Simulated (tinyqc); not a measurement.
Off-state leakage of single and stacked transistors: one step of the calculation.

n-channel devices of unit width. Subthreshold current I(Vg, Vs, Vd) = I0 (T/300 K)^0.5 exp[(Vg - Vs - VT(T) - gb (Vs - Vb) + dd (Vd - Vs))/(nf Vt)] (1 - exp(-(Vd - Vs)/Vt)), VT(T) = VT - cT (T - 300 K). Gate-edge tunnelling Ig (Vd/1 V) exp(ag (Vd - 1 V)), for a gate at 0 V, and band-to-band leakage Ab u exp(-Bb/u), u = Vd - Vb + 1 V, flow at a drain held at V; both are taken as independent of T. In a stack of off transistors (all gates at 0 V) the same subthreshold current passes through each.

Task. New Vx. Stack of two, Vx the node between them: I_low = I(0, 0, Vx), I_up = I(0, Vx, V), f = ln(I_up/I_low), f' = -(1 + gb + 2 dd)/(nf Vt) - 1/(Vt (exp(Vx/Vt) - 1)) - 1/(Vt (exp((V - Vx)/Vt) - 1)), Vx(new) = Vx - f/f'.

Parameters, values chosen for the exercise; values of the order met in bulk silicon logic transistors:
```
symbol,value,unit,meaning
T,330,K,temperature
V,0.8,V,supply voltage
VT,0.45,V,"threshold at 300 K, zero drain and body bias"
cT,0.6,mV/K,fall of the threshold with temperature
I0,0.77,uA/um,current at threshold at 300 K
nf,1.27,,slope factor
dd,0.08,,drain-induced lowering per volt
gb,0.18,,rise of the threshold per volt of source-body bias
Vb,0,V,body voltage
```

Constants: q = 1.602176634e-19 C, kB = 1.380649e-23 J/K, Vt = kB T/q. Results are converted to the units shown.

Vx after iteration 1 = 0.052338597 V

Find: I_low; I_up; f; f'; Vx after iteration 2.

Result.

I_low = 0.0048704 nA/um
I_up = 0.0048851 nA/um
f = 0.0030152
f' = -43.739 1/V
Vx after iteration 2 = 0.052408 V

tinyqc, about 0.03 s, one thread, Intel Xeon 2.30GHz (shared host): `OMP_NUM_THREADS=1 python tinyqc.py 2242185 2242186 out.jsonl`
